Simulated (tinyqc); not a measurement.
Signal and retention of a DRAM cell: effect of the cell capacitance.

A stored one starts at Vd and leaks: Cs dV/dt = -I(V), I = a sqrt((V + Vb)/(Vd + Vb)) + b, with a = Ig exp[-(Eg1 q/kB)(1/T - 1/T0)] (generation in a depletion layer) and b = Is exp[-(Es q/kB)(1/T - 1/T0)]. The bit line is precharged to Vd/2, and charge sharing gives the signal (V - Vd/2) Cs/(Cs + Cb).

The cell fails below Vc = Vd/2 + dm (Cs + Cb)/Cs. With s = sqrt((Vc + Vb)/(Vd + Vb)), the time from Vd to Vc is t = [2 Cs (Vd + Vb)/a] [1 - s - (b/a) ln((a + b)/(a s + b))]. This time is the median of a log-normal spread: failing cells = Nc erfc(z/sqrt 2)/2, z = ln(t/tr)/sg.

Parameters, values chosen for the exercise: array voltage Vd = 1.2 V; bit-line capacitance Cb = 64 fF; smallest signal that the sense amplifier resolves dm = 65 mV; built-in plus back-bias voltage of the storage junction Vb = 1.17 V; junction leakage at V = Vd and T0 Ig = 3.9 fA; voltage-independent leakage at T0 Is = 0.15 fA; activation energy of Is Es = 0.4 eV; reference temperature T0 = 358 K; temperature T = 368 K; deviation of ln(retention time) over the cells sg = 0.57; cells Nc = 1.72e10; refresh interval tr = 64 ms; activation energy of Ig Eg1 = 0.59 eV.

Constants: q = 1.602176634e-19 C, kB = 1.380649e-23 J/K. Results are converted to the units shown.

Results:
```
Cs (fF)	Vc (V)	retention time (s)	failing cells
8	1.1850	0.017749	1.6990e10
12	1.0117	0.34045	2.8941e7
20	0.87300	1.0005	12134
24	0.83833	1.3332	858.41
28	0.81357	1.6666	92.306
32	0.79500	2.0006	13.325
```

Estimate the missing row, Cs = 16 fF.

Computed row:
```
Cs (fF)	Vc (V)	retention time (s)	failing cells
16	0.92500	0.66918	3.2890e5
```

With this row back in the table: The retention time rises from 0.0177 to 2.00 s, as Cs^(7.29) between the first two rows and Cs^(1.37) between the last two: faster than Cs, because the margin Vd - Vc grows too. It vanishes at Cs = 7.78 fF, where even a fresh one gives only dm.

Range of the model: Real arrays also hold a tail of unusually leaky cells and cells whose retention varies in time, which this model lacks.

Program tinyqc, `OMP_NUM_THREADS=1 python tinyqc.py 2130101 2130102 out.jsonl`; Intel Xeon 2.30GHz, shared host, one thread, about 0.01 s.
